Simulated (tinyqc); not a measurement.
Resistive crossbar, vector-matrix product with wire resistance: two steps of the calculation.

3 rows and 2 columns. Cell (i, j) joins row node wij to column node bij. Each row is driven at its left end through one wire segment rw; neighbouring nodes along a row or a column are joined by rw; each column ends below the last row in one more rw and a virtual ground, where its current is read. Ideal output: I_j = sum_i V_i G_ij.

Parameters, values chosen for the exercise: wire resistance between neighbouring cells rw = 5 ohm; input voltages of the rows V = [0.15, 0.11, 0.21] V.

Question 1. Node voltages and column currents. Solve A x = b; I_j = b3j/rw.

A (uS):
```
             w11          w12          w21          w22          w31          w32          b11          b12
w11  4.0047000e5         -2e5            0            0            0            0         -470            0
w12         -2e5  2.0025000e5            0            0            0            0            0         -250
w21            0            0  4.0003900e5         -2e5            0            0            0            0
w22            0            0         -2e5  2.0046000e5            0            0            0            0
w31            0            0            0            0  4.0027000e5         -2e5            0            0
w32            0            0            0            0         -2e5  2.0021000e5            0            0
b11         -470            0            0            0            0            0  2.0047000e5            0
b12            0         -250            0            0            0            0            0  2.0025000e5
b21            0            0          -39            0            0            0         -2e5            0
b22            0            0            0         -460            0            0            0         -2e5
b31            0            0            0            0         -270            0            0            0
b32            0            0            0            0            0         -210            0            0

             b21          b22          b31          b32
w11            0            0            0            0
w12            0            0            0            0
w21          -39            0            0            0
w22            0         -460            0            0
w31            0            0         -270            0
w32            0            0            0         -210
b11         -2e5            0            0            0
b12            0         -2e5            0            0
b21  4.0003900e5            0         -2e5            0
b22            0  4.0046000e5            0         -2e5
b31         -2e5            0  4.0027000e5            0
b32            0         -2e5            0  4.0021000e5
```

b (uA): w11 30000, w12 0, w21 22000, w22 0, w31 42000, w32 0, b11 0, b12 0, b21 0, b22 0, b31 0, b32 0

Find: row nodes; column nodes; column currents.

Answer 1.

row nodes (mV): w11 149.5, w12 149.3, w21 109.7, w22 109.5, w31 209.5, w32 209.3
column nodes (mV): b11 1.368, b12 1.273, b21 1.020, b22 1.088, b31 0.6512, b32 0.6534
column currents (uA): column 1 130.2, column 2 130.7

Question 2. Error against the ideal product. Ideal I_j = sum_i V_i G_ij; error = I/ideal - 1.

cell conductances G (uS):
```
       column 1  column 2
row 1       470       250
row 2        39       460
row 3       270       210
```

column currents (uA): column 1 130.23487, column 2 130.67445

Find: ideal currents; error.

Answer 2.

ideal currents (uA): column 1 131.49, column 2 132.20
error (%): column 1 -0.9545, column 2 -1.154

The largest error is in column 2. All currents fall short, since the wires take part of the voltage.

tinyqc, about 0.01 s, one thread, Intel Xeon 2.30GHz (shared host): `OMP_NUM_THREADS=1 python tinyqc.py 2880153 2880154 out.jsonl`
